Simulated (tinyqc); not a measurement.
Order-disorder in a binary alloy on two sublattices: Bragg-Williams and pair (quasi-chemical) approximations: one step, computed by the program tinyqc.

All z = 8 neighbours of a site lie on the other sublattice. B fills the sublattices with x + eta/2 and x - eta/2; energies are per site, from the pure components: u = -z w y with y the probability of an A-B bond taken in one order.

Question. Critical temperatures. Bragg-Williams: k_B T_c = 2 z w x (1 - x). Pair approximation at x = 1/2: k_B T_c = w/ln(z/(z - 2)).

Inputs (values chosen for the exercise, for a model alloy): ordering energy w = (e_AA + e_BB)/2 - e_AB = 24.7 meV; fraction x of B = 0.5.

Lattice: bcc (B2 order, z = 8).

Constants: k_B = 8.617333262e-05 eV/K.

Give: T_c, Bragg-Williams; T_c, pair approximation at x = 1/2.

Answer.

T_c, Bragg-Williams = 1147 K

T_c, pair approximation at x = 1/2 = 996.3 K

At x = 1/2 the pair value is 0.869 of the Bragg-Williams one; the ratio tends to 1 as z grows.
